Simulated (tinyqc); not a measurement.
# Worked calculation: one level coupled to a phonon between two leads, self-consistent Born approximation

Program tinyqc, `OMP_NUM_THREADS=1 python tinyqc.py 2720102 2720103 out.jsonl`; Intel Xeon 2.30GHz, shared host, one thread, about 0.1 s. Printed values are rounded.

Wide-band leads with mu_L = +V/2 and mu_R = -V/2; phonons in equilibrium, Nq = 1/(exp(w0/kB T) - 1). Scattering links only energies that differ by w0, so a ladder E_k = E1 + k w0 closes on itself; terms that reach past its ends are dropped. Gn and Gp are the electron and hole parts of the spectral function A = Gn + Gp.

Inputs (values chosen for the exercise):

| symbol | value | unit | meaning |
|---|---|---|---|
| T | 300 | K | temperature of leads and phonons |
| w0 | 50 | meV | phonon energy |
| ed | 34 | meV | level |
| GL | 18 | meV | coupling to the left lead |
| GR | 35 | meV | coupling to the right lead |
| M | 19 | meV | electron-phonon matrix element |
| V | 88 | mV | bias |
| nr | 7 |  | rungs of the ladder shown |
| E1 | -96 | meV | lowest rung |

Constants: q = 1.602176634e-19 C, kB = 1.380649e-23 J/K, Vt = kB T/q. Results are converted to the units shown.

Range of the model: The self-consistent Born approximation keeps only non-crossing phonon lines and no Hartree shift; it is rough once the coupling nears the phonon energy.

## The ladder and the first Green functions

|G|^2 = 1/[(E - ed)^2 + (GL + GR + Sin + Sout)^2/4], Gn = |G|^2 (GL fL + GR fR + Sin), Gp = |G|^2 (GL (1 - fL) + GR (1 - fR) + Sout), f = 1/(1 + exp((E - mu)/kB T)). On a single ladder the real part of the phonon self-energy, which needs all energies, is left out. At the start Sin = Sout = 0.

```
rung  E (meV)          fL          fR  Gn (1/meV)  Gp (1/meV)
0         -96    0.995572    0.881994  0.00277181  2.39169e-4
1         -46    0.970153    0.519331  0.00501804  0.00244439
2           4    0.824519    0.135085   0.0122137   0.0208648
3          54    0.404484   0.0220788  0.00730639   0.0407771
4         104   0.0894065  0.00325308  3.07586e-4  0.00915290
5         154   0.0139946  4.71565e-4  1.77727e-5  0.00349164
6         204  0.00204752  6.81952e-5  1.32565e-6  0.00178908
```

Nq = 0.168984

## Iteration 1: scattering functions

Sin(E) = M^2 [(Nq + 1) Gn(E + w0) + Nq Gn(E - w0)], Sout(E) = M^2 [(Nq + 1) Gp(E - w0) + Nq Gp(E + w0)]. Nq = 1/(exp(w0/kB T) - 1).

```
rung   Sin (meV)  Sout (meV)
0        2.11763    0.149116
1        5.32329     1.37375
2        3.38944     3.51907
3       0.874875     9.36338
4       0.453213     17.4211
5      0.0193232     3.97169
6     0.00108419     1.47348
```

## Iteration 1: Green functions

|G|^2 = 1/[(E - ed)^2 + (GL + GR + Sin + Sout)^2/4], Gn = |G|^2 (GL fL + GR fR + Sin), Gp = |G|^2 (GL (1 - fL) + GR (1 - fR) + Sout), f = 1/(1 + exp((E - mu)/kB T)). On a single ladder the real part of the phonon self-energy, which needs all energies, is left out.

```
rung  Gn after iteration 1 (1/meV)  Gp after iteration 1 (1/meV)
0                       0.00288207                    2.46780e-4
1                       0.00561830                    0.00256955
2                        0.0127743                     0.0205590
3                       0.00637844                     0.0387992
4                       3.53551e-4                     0.0111599
5                       1.89147e-5                    0.00372754
6                       1.36045e-6                    0.00183640
```

## Iteration 2: scattering functions

As before.

```
rung   Sin (meV)  Sout (meV)
0        2.37094    0.156751
1        5.56663     1.35830
2        3.03446     3.45123
3       0.928475     9.35674
4       0.397087     16.6008
5      0.0221419     4.82153
6     0.00115386     1.57303
```

## Iteration 2: Green functions

As before.

```
rung  Gn after iteration 2 (1/meV)  Gp after iteration 2 (1/meV)
0                       0.00289522                    2.47111e-4
1                       0.00564639                    0.00256503
2                        0.0126658                     0.0206663
3                       0.00640993                     0.0387533
4                       3.46169e-4                     0.0110822
5                       1.90693e-5                    0.00377733
6                       1.36268e-6                    0.00183959
```

## Course of the iteration

Repeat until no Sin or Sout changes by more than 1e-9 meV.

Course of the iteration:
```
iteration  largest Sin + Sout (meV)  largest change (meV)
1                           17.8743                  17.4
2                           16.9979                 0.850
3                           16.9835                0.0450
4                           16.9835               5.14e-3
5                           16.9836               8.24e-4
6                           16.9836               9.56e-5
7                           16.9836               1.52e-5
8                           16.9836               1.76e-6
9                           16.9836               2.80e-7
10                          16.9836               3.24e-8
11                          16.9836               5.15e-9
12                          16.9836              5.97e-10
```

Converged in 12 iterations; the change shrinks by about 0.13 a step.

## Currents on the rungs

```
rung  converged Gn (1/meV)  converged Gp (1/meV)
0               0.00289573            2.47096e-4
1               0.00564133            0.00256630
2                0.0126701             0.0206620
3               0.00639901             0.0387553
4               3.46411e-4             0.0110805
5               1.90420e-5            0.00377539
6               1.36292e-6            0.00184023
```

Spectral currents into the level: iL = GL [fL Gp - (1 - fL) Gn], iR = GR [fR Gp - (1 - fR) Gn].

```
rung        iL         iR     iL + iR
0     0.004197  -0.004332  -0.0001349
1     0.041784  -0.048260  -0.0064761
2     0.266631  -0.285861  -0.0192300
3     0.213573  -0.189072   0.0245009
4     0.012154  -0.010823   0.0013308
5     0.000613  -0.000604   0.0000092
6     0.000043  -0.000043   0.0000000
```

sum of iL = 0.538996

On a single rung iL + iR need not vanish (largest 0.025), since phonons move electrons between rungs; summed over the ladder it does.
